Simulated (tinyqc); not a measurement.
# Surface potential of a MOS transistor: implicit equation and explicit approximations, step by step

Program tinyqc, `OMP_NUM_THREADS=1 python tinyqc.py 2122196 2122197 out.jsonl`; Intel Xeon 2.30GHz, shared host, one thread, about 0.01 s. Printed values are rounded.

p-type body, charge-sheet picture, depletion and inversion only, full ionisation (an idealisation for deep acceptors), Boltzmann statistics (rough once Na exp(x - xn) passes about Nc/7). In units of Vt: xg = (Vg - Vfb)/Vt, x = psi/Vt, G = gamma/sqrt(Vt), xn = (2 phiF + Vc)/Vt. The implicit equation is (xg - x)^2 = G^2 [x - 1 + exp(x - xn)] for x above about 3. Cox = eps0 eox/tox.

Inputs (values chosen for the exercise); band and dielectric values close to those of silicon:
```
symbol,value,unit,meaning
T,300,K,temperature
Eg,1.11,eV,band gap
eps_r,11.8,,relative permittivity
Nc,2.76e19,cm^-3,conduction-band density of states at T
Nv,2.67e19,cm^-3,valence-band density of states at T
eox,24.6,,relative permittivity of the gate insulator (close to zirconium oxide)
tox,72,nm,insulator thickness
Na,6.8e17,cm^-3,acceptor density
Vfb,-0.74,V,flat-band voltage
Vc,1,V,channel-body voltage
Vg,3.79,V,gate-body voltage
```

Constants: q = 1.602176634e-19 C, kB = 1.380649e-23 J/K, Vt = kB T/q, eps0 = 8.8541878128e-14 F/cm where lengths are in cm. Results are converted to the units shown.

Range of the model: The electron quasi-Fermi level lies less than 2 Vt below the band edge at the surface, or above it, where degeneracy and confinement, left out, matter.

## Scales

ni = sqrt(Nc Nv) exp(-Eg/(2 Vt)), Eg in volts; phiF = Vt ln(Na/ni); gamma = sqrt(2 q eps0 eps_r Na)/Cox; VT = Vfb + Vt (xn + G sqrt(xn - 1)).

phiF = 0.4596862 V
gamma = 1.577207 V^0.5
G = 9.809381
xn = 74.24464
VT = 3.349692 V
xg = 175.2282

## Explicit approximation

Depletion value a = 1 + [sqrt(G^2/4 + xg - 1) - G/2]^2; inversion value b = xn + ln[(xg - xn)^2/G^2 - xn + 1] and first guess y = min(a, b) - ln(1 + exp(-|a - b|)) if a > xn + 1, else b = y = a; one second-order correction with D = exp(y - xn), p = 2 (xg - y) + G^2 (1 + D), w = (xg - y)^2 - G^2 (y - 1 + D): z = y + 2 w/(p + sqrt(p^2 - 2 (2 - G^2 D) w)), or the Newton step z = y + w/p where the root is not real.

a = 85.21095
b = 77.73305
y = 77.73249
p = 3439.230
w = -1026.100
z = 77.37602

The root of the implicit equation is x = 77.3847; y misses it by 0.35 and z by -0.0087, in units of Vt.

## Starting value

x = a rounded to two decimals.

x at the start = 85.21

## Iteration 1: new x

D = exp(x - xn), f = (xg - x)^2 - G^2 (x - 1 + D), f' = -2 (xg - x) - G^2 (1 + D), x(new) = x - f/f'.

D = 57835.62
f = -5.565172e6
f' = -5.565449e6
x after iteration 1 = 84.21005

## Iteration 2: new x

As before.

D = 21277.59
f = -2.047137e6
f' = -2.047693e6
x after iteration 2 = 83.21032

## Course of the iteration

Stop when the step is below 1e-11, or after 60 iterations.

Course of the iteration:
```
iteration	x before the step	step
1	85.21	-1.00
2	84.21005	-1.00
3	83.21032	-0.999
4	82.21143	-0.996
5	81.21546	-0.986
6	80.22912	-0.956
7	79.27294	-0.869
8	78.40405	-0.656
9	77.74764	-0.309
10	77.43835	-0.0524
11	77.38597	-1.25e-3
12	77.38472	-6.96e-7
13	77.38471	-2.13e-13
```

Converged in 13 iterations. In 6 iterations the step is within 5 % of -1, the mark of an exponential that dominates f.

## Potential, charges and gate control

converged x = 77.38471

psi = Vt x; N_dep = Cox Vt G sqrt(x - 1)/q; N_inv = (Cox Vt G/q) [sqrt(x - 1 + exp(x - xn)) - sqrt(x - 1)]; dpsi/dVg = 1/[1 + G^2 (1 + exp(x - xn))/(2 (xg - x))].

psi = 2.000550 V
N_dep = 4.184850e12 cm^-2
N_inv = 5.9118e11 cm^-2
dpsi/dVg = 0.07780104

psi lies 3.1 Vt above 2 phiF + Vc.
